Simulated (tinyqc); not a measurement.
# Out-diffusion of a doped substrate or buried layer into a growing epitaxial film, step by step

A worked calculation. Computed by tinyqc, a small Python program that keeps every step. Command: `OMP_NUM_THREADS=1 python tinyqc.py 3025408 3025409 out.jsonl buried walk`. One thread of a shared host (Intel(R) Xeon(R) Processor @ 2.30GHz), about 0.01 s of CPU time with the checks. Intermediate numbers are printed to about 6 digits and carried at full precision; extremes and crossings named in words are read from the listed rows.

x is counted from the original substrate surface into the film, whose surface moves as x = v t. Substrate dopant has one diffusivity; the dopant of the film is taken as uniform.

Inputs (values chosen for the exercise, modelled on antimony in silicon):
```
quantity                                            value    unit
prefactor D0                                         4.62  cm^2/s
activation energy E                                  3.84      eV
substrate concentration C_s                       2.4e+19  1/cm^3
film doping C_e                                     3e+15  1/cm^3
growth rate v                                        0.17  um/min
film thickness d                                      1.7      um
growth temperature T                                 1075       C
autodoping level at the start, as a share of C_s   0.0001       -
decay length of autodoping                           0.32      um
later thermal budget (Dt)2                        4.4e-11    cm^2
```

Film doping: same type as the substrate.

Constants: k_B = 8.617333262e-05 eV/K.

## Scales

D = D0 exp(-E/(k_B T)); growth time t = d/v; l = 2 sqrt(D t); growth number G = v t/l = d/l; 1 um = 1e-4 cm. Temperatures in kelvin are T(C) + 273.15.

diffusivity D = 2.03986e-14 cm^2/s

growth time t = 10 min

length l = 0.0699691 um

growth number G = 24.2964

The surface outruns diffusion, so the film acts as an infinite medium.

## Moving boundary against the simple erfc

For a surface that grows from dopant-free material and loses none by evaporation, with u = x/l and s = G - u: C/C_s = (1/2) [erfc(u) + (1 + 4 G (G + s)) exp(4 G s) erfc(G + s) - (4G/sqrt(pi)) exp(-u^2)]; for large G it tends to (1/2) erfc(u). Early in the growth G = sqrt(v x_s/(4 D)) for the thickness x_s reached so far; rows give C at the interface (u = 0) and at the surface (u = G).

The first stage of growth:
```
G     C/C_s at the interface  C at the surface (1/cm^3)  simple erfc there (1/cm^3)    ratio  thickness x_s (nm)
0.10                0.824033                1.90457e+19                 1.06504e+19  1.78826         2.87981e-02
0.25                0.679673                1.31791e+19                 8.68408e+18  1.51762         1.79988e-01
0.50                0.577186                6.71661e+18                 5.75400e+18  1.16729         7.19952e-01
0.75                0.538076                3.15830e+18                 3.46613e+18  0.91119         1.61989e+00
1.00                0.520901                1.36296e+18                 1.88759e+18  0.72206         2.87981e+00
1.50                0.507942                1.92630e+17                 4.06738e+17  0.47360         6.47957e+00
2.00                0.503733                1.83755e+16                 5.61328e+16  0.32736         1.15192e+01
2.50                0.502020                1.15540e+15                 4.88342e+15  0.23660         1.79988e+01
3.00                0.501207                4.70469e+13                 2.65086e+14  0.17748         2.59183e+01
```

At the interface the value falls from 0.824 towards 1/2 as G grows; among these rows it is within 1 % of 1/2 from G = 2 on. At the surface the ratio to the simple erfc goes from 1.788 to 0.177: a fixed wall would double the value, while fresh undoped material dilutes a fast-moving surface. The surface value drops below C_e = 3.0e15 by the row at 18.0 nm; the finished film has G = 24.3. Caution: rows with a thickness or a length l = x_s/G below about 1 nm are formal for a continuum model.

## Transition width

After growth and the later budget: l2 = 2 sqrt(D t + (Dt)2); C(x) = (C_s/2) erfc(x/l2) + share x C_s exp(-x/decay length) for x > 0 (autodoping taken as unchanged by the later budget). The transition x_t solves C(x) = C_e, where the total doping is twice the intended value. Usable film = d - x_t. Also give x_t for the erfc term alone, after growth and after the later budget.

length l2 = 0.149986 um

x_t after growth, erfc alone = 0.181193 um

x_t after the later budget, erfc alone = 0.388404 um

x_t with autodoping = 0.395531 um

usable film = 1.30447 um

Solid-state diffusion sets the transition. The later budget is 3.6 times that of the growth. Caution: the substrate doping is comparable to or above the intrinsic density at growth temperature, so the diffusivity may be higher on that side.

## Profile in the film

Positions are 0.05, 0.2, 0.4, 0.6, 0.8, 1, 1.25 and 1.5 of x_t with autodoping (any beyond the film thickness are formal); net doping = C + C_e.

Concentrations (1/cm^3):
```
x/x_t    x (um)    diffusion   autodoping   net doping
0.05   0.019777  1.02249e+19  2.25617e+15  1.02301e+19
0.20   0.079106  5.46880e+18  1.87435e+15  5.47367e+18
0.40   0.158212  1.62907e+18  1.46383e+15  1.63354e+18
0.60   0.237318  3.02908e+17  1.14322e+15  3.07051e+17
0.80   0.316424  3.41893e+16  8.92831e+14  3.80822e+16
1.00   0.395531  2.30272e+15  6.97283e+14  6.00000e+15
1.25   0.494413  3.76109e+13  5.11927e+14  3.54954e+15
1.50   0.593296  2.65993e+11  3.75844e+14  3.37611e+15
```

Checks made by the program: conservation of dopant by the moving-boundary solution (relative difference below 1e-10).
